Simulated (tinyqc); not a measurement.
Gate-all-around wire with two subbands, quantum capacitance: course of the iteration.

phi is the Fermi level above the lowest subband edge, in volts; Vg is counted from the gate voltage at which an empty wire would have phi = 0. Both directions of motion are filled (equilibrium).

Start: phi = Vg.

N1 = gv sqrt(2 md m0 kB T/(pi hbar^2)); n1 = N1 F(phi/Vt), n2 = g2 N1 F((phi - E2)/Vt), n = n1 + n2, F(e) = (1/sqrt(pi)) int_0^infinity u^(-1/2) du/(1 + exp(u - e)); Cq = q dn/dphi = (q N1/Vt) [F'(phi/Vt) + g2 F'((phi - E2)/Vt)]. Newton: f = phi + q (n)/Cox - Vg, phi(new) = phi - f/(1 + (Cq)/Cox).

Stop when the step is below 1e-10 V, or after 40 iterations.

Parameters, values chosen for the exercise: temperature T = 300 K; mass along the wire md = 0.24 m0; valley degeneracy gv = 4; second subband above the first E2 = 0.08 eV; orbital degeneracy of the second subband g2 = 2; gate voltage Vg = 0.94 V.

Constants: q = 1.602176634e-19 C, kB = 1.380649e-23 J/K, hbar = 1.054571817e-34 J s, m0 = 9.1093837015e-31 kg, Vt = kB T/q. Results are converted to the units shown.

Cox = 1.67331 pF/cm

Course of the iteration:
```
iteration	phi before the step (V)	step (V)
1	0.94	-1.60
2	-0.664905	1.60
3	0.940000	-1.60
4	-0.664905	1.60
5	0.940000	-1.60
6	-0.664905	1.60
7	0.940000	-1.60
8	-0.664905	1.60
9	0.940000	-1.60
...	...	...
32	-0.664905	1.60
33	0.940000	-1.60
34	-0.664905	1.60
35	0.940000	-1.60
36	-0.664905	1.60
37	0.940000	-1.60
38	-0.664905	1.60
39	0.940000	-1.60
40	-0.664905	1.60
```

Did this iteration meet its convergence test, and what does its course show?

No. Not converged within 40 iterations: the residual has levelled off at one value (counting the size of the step as the residual). phi swings between about -0.665 and 0.940 V. A rerun with another start (phi = 0.01 V) converges in 4 iterations.

Program tinyqc, `OMP_NUM_THREADS=1 python tinyqc.py 2200017 2200018 out.jsonl`; Intel Xeon 2.30GHz, shared host, one thread, about 0.02 s.
